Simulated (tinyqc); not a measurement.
## Single-photon avalanche diode, trigger probability and counting: effect of the excess bias

A multiplication layer of width W with the uniform field V/W; alpha = an exp(-bn/E) for electrons, beta = ap exp(-bp/E) for holes (local model, no dead space). a = alpha W, b = beta W. Electrons enter at x = 0, holes at x = W. P0 is the probability that an electron entering at 0 starts a lasting avalanche, PW the same for a hole entering at W.

Breakdown: ln(a/b) = a - b with a not equal to b. Above it PW/(1 - PW) = [P0/(1 - P0)] exp(b - a) and b ln(1 - P0) = a ln(1 - PW); the mean over pairs made evenly in the layer is Pm = ln[(1 - PW)/(1 - P0)]/(a - b). PDP = eta P0; dark counts Gd Pm; avalanche charge Cd Vx/q; afterpulse probability pa (Cd Vx/q) exp(-td/tt) Pm; true rate n = nph PDP + dark counts; measured n/(1 + n td) (non-paralysable) or n exp(-n td) (paralysable); recharge time Rq Cd.

Inputs (values chosen for the exercise); ionisation coefficients close to those of silicon: electron prefactor an = 7.19e5 1/cm; electron field bn = 1.24 MV/cm; hole prefactor ap = 1.56e6 1/cm; hole field bp = 2.08 MV/cm; width of the multiplication layer W = 2 um; probability that a photon makes a pair that enters the layer eta = 0.37; thermal generation rate in the layer Gd = 160 1/s; dead time td = 50 ns; diode capacitance Cd = 25 fF; quench resistance Rq = 200 kohm; trapping probability per avalanche carrier pa = 7.7e-8; trap release time tt = 6.2 ns; photon rate nph = 1.7e6 1/s.

Constants: q = 1.602176634e-19 C. Results are converted to the units shown.

Effect of the excess bias:

| Vx (V) | Vx/VB (%) | P0 | PW | Pm | PDP | dark counts (1/s) | afterpulse (%) |
|---|---|---|---|---|---|---|---|
| 0.6 | 0.99761 | 0.20730 | 0.031222 | 0.095809 | 0.076700 | 15.329 | 2.1722e-5 |
| 0.95 | 1.5795 | 0.30559 | 0.049332 | 0.14693 | 0.11307 | 23.509 | 5.2744e-5 |
| 1.5 | 2.4940 | 0.43362 | 0.077640 | 0.22089 | 0.16044 | 35.342 | 1.2520e-4 |
| 2.4 | 3.9904 | 0.59018 | 0.12356 | 0.32711 | 0.21837 | 52.337 | 2.9665e-4 |
| 3.8 | 6.3182 | 0.74711 | 0.19393 | 0.46221 | 0.27643 | 73.954 | 6.6370e-4 |
| 6 | 9.9761 | 0.87692 | 0.30128 | 0.61909 | 0.32446 | 99.054 | 0.0014036 |
| 9.6 | 15.962 | 0.95951 | 0.46507 | 0.78089 | 0.35502 | 124.94 | 0.0028327 |
| 15 | 24.940 | 0.99172 | 0.67109 | 0.90410 | 0.36694 | 144.66 | 0.0051245 |
| 24 | 39.904 | 0.99937 | 0.88620 | 0.97742 | 0.36977 | 156.39 | 0.0088642 |

VB is 60.14 V. P0 rises from 0.207 to 0.999 and PW rises from 0.0312 to 0.886; P0 goes as Vx^(0.84) at the start and Vx^(0.02) at the end. Electrons trigger better in every row. The afterpulse probability keeps growing, as Vx^(1.17) at the end, because the avalanche charge grows with Vx. For Vx = 24 the excess bias passes a quarter of VB, where tunnelling adds dark counts that are left out here.

Program tinyqc, `OMP_NUM_THREADS=1 python tinyqc.py 2630021 2630022 out.jsonl`; Intel Xeon 2.30GHz, shared host, one thread, about 0.01 s.
